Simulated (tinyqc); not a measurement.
Planar ballistic transistor, top-of-the-barrier model: one step of the calculation.

At the top of the source barrier, states moving towards the drain are filled by the source (Fermi level 0) and states moving back by the drain (Fermi level -q Vd); nothing scatters. U is the shift of the band edge there, set by the capacitances CG, CD and CS (the total) and by the charge. Parabolic two-dimensional band; the source is grounded.

Task. Self-consistent potential at the barrier top. eta1 = -(E0 + U)/Vt, eta2 = eta1 - Vd/Vt, n = (N0/2)[F_0(eta1) + F_0(eta2)], F_0(x) = ln(1 + exp x). U(out) = UL + q (n - n0)/CS. Newton step: U(new) = U + (U(out) - U)/(1 + CQ/CS), CQ = (q/Vt) dn/d(eta1) with both F' summed; F_0'(x) = 1/(1 + exp(-x)).

Parameters, values chosen for the exercise; mass and valleys made up:
- T = 300 K (temperature)
- E0 = 0.28 eV (band edge at the barrier top above the source Fermi level at zero bias)
- Vd = 0.1 V (drain voltage)

Constants: q = 1.602176634e-19 C, kB = 1.380649e-23 J/K, Vt = kB T/q. Results are converted to the units shown.

U at the start (U = UL) = -0.3364 eV
N0 = 1.0529214e12 cm^-2
CS = 2.6669240 uF/cm^2
n0 = 2.0825656e7 cm^-2
UL = -0.3364 eV

Wanted: eta1; eta2; n; U(out); CQ; U after iteration 1.

Result.

eta1 = 2.182
eta2 = -1.687
n = 1.294e12 cm^-2
U(out) = -0.2586 eV
CQ = 3.442 uF/cm^2
U after iteration 1 = -0.3025 eV

tinyqc, about 0.01 s, one thread, Intel Xeon 2.30GHz (shared host): `OMP_NUM_THREADS=1 python tinyqc.py 2400053 2400054 out.jsonl`
